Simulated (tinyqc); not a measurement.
Depth of the trap: trap in a gate oxide as a short-range spherical well.

Energies from the conduction edge of the channel. The trap level at depth x is E_T = dEc - Et - e Fox x (1 MV/cm = 0.01 eV/angstrom). An electron at the channel edge tunnels with the WKB exponent S = (4/3) sqrt(m/c) [dEc^(3/2) - (dEc - e Fox x)^(3/2)]/(e Fox), c = hbar^2/2m0; tau = t0 exp(S); the occupation is f = 1/(1 + exp((E_T - EF)/kB T)), tau_c = tau/f and tau_e = tau/(1 - f). Lattice relaxation is left out; a level below the channel edge needs phonons as well, so tau is then a lower bound, while a level above it can also empty elastically at its own energy, through a thinner barrier, faster than this tau.

Constants: hbar^2/2m0 = 3.80998211 eV angstrom^2; kB = 8.617333262e-05 eV/K.

Values chosen for the exercise (near those of HfO2 on Si; the results hold for these values, not for the real material): dEc = 1.52 eV (conduction offset to the channel); m = 0.198 m0 (mass); Fox = 3.6 MV/cm (oxide field, lowering levels away from the channel); t0 = 1.3 x 1e-11 s (time constant at the interface); T = 300 K (temperature); EF = -0.09 eV (Fermi level above the channel edge); ds = (3, 6, 9, 12, 15, 18) angstrom (depths).

Et = 0.89879 eV

Each depth has its own level and time; the corner frequency is 1/(2 pi tau).

Results:

| x (angstrom) | E_T (eV) | S | tau (s) | corner (Hz) | f |
|---|---|---|---|---|---|
| 3 | 0.513 | 1.66 | 6.8e-11 | 2.3e+09 | 0.000 |
| 6 | 0.405 | 3.25 | 3.4e-10 | 4.7e+08 | 0.000 |
| 9 | 0.297 | 4.78 | 1.5e-09 | 1.0e+08 | 0.000 |
| 12 | 0.189 | 6.24 | 6.7e-09 | 2.4e+07 | 0.000 |
| 15 | 0.081 | 7.63 | 2.7e-08 | 5.9e+06 | 0.001 |
| 18 | -0.027 | 8.95 | 1.0e-07 | 1.6e+06 | 0.080 |

tau spans 3.2 decades, one decade for each 4.33 angstrom at the start and 5.25 at the end, where the field has thinned the barrier. Traps spread evenly in depth are thus spread nearly evenly in ln tau; if levels near EF exist at every depth, this sums to 1/f noise and to charging that grows as ln t. With the single Et of this table only depths where f is neither 0 nor 1 contribute. The level stays above EF at all these depths.

Program tinyqc; command `OMP_NUM_THREADS=1 python tinyqc.py 1252706 1252707 out.jsonl`; about 0.01 s on one thread of a shared Intel(R) Xeon(R) Processor @ 2.30GHz.
